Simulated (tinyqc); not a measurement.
# Mobility and doping from two currents

Problem. A trap-free film with injecting contacts is fitted, with diffusion neglected, by J = q mu N V/Lf + (9/8) eps0 eps_r mu V^2/Lf^3. Find mu, N and the voltage at which both terms are equal.

Values chosen for this exercise:
```
symbol  value  unit                meaning
eps_r    9.62        relative permittivity
Lf        530    nm         film thickness
```

Constants: q = 1.602176634e-19 C, eps0 = 8.8541878128e-14 F/cm where lengths are in cm. Results are converted to the units shown.

J at 3.1 and 17 V (A/cm^2): 3846.0359  49989.048

Solution. J/V is a straight line in V: the slope gives mu and the intercept mu N.

mu = 19.0 cm^2/(V s)
N = 1.50e16 cm^-3
crossover voltage = 7.04 V

Computed by the program tinyqc: `OMP_NUM_THREADS=1 python tinyqc.py 2730128 2730129 out.jsonl`, one thread of a shared Intel Xeon 2.30GHz, about 0.5 s for the whole run.
